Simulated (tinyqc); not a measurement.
# Doping and flat-band voltage from the body effect

Question. VT = Vfb + 2 phiF + gamma sqrt(2 phiF + Vsb), phiF = Vt ln(Na/ni), gamma = sqrt(2 q eps0 eps_r Na)/Cox, Cox = eps0 eox/tox. Find Na, gamma and Vfb from two thresholds.

Values chosen for this exercise; material values those of a made-up semiconductor: temperature T = 300 K; relative permittivity of the semiconductor eps_r = 11.6; relative permittivity of the gate insulator eox = 7.85; insulator thickness tox = 24 nm.

Constants: q = 1.602176634e-19 C, kB = 1.380649e-23 J/K, Vt = kB T/q, eps0 = 8.8541878128e-14 F/cm where lengths are in cm. Results are converted to the units shown.

VT at Vsb = 0 and 2.5 V (V): 1.3851832  2.5272141
ni = 7.5222004e9 cm^-3

Answer. The difference of the thresholds, gamma [sqrt(2 phiF + Vsb) - sqrt(2 phiF)], holds no Vfb and rises with Na, so it has one root; Vfb then follows from the first threshold.

Na = 4.200e17 cm^-3
gamma = 1.284 V^0.5
Vfb = -0.7700 V

Program tinyqc, `OMP_NUM_THREADS=1 python tinyqc.py 2360172 2360173 out.jsonl`; Intel Xeon 2.30GHz, shared host, one thread, about 0.06 s.
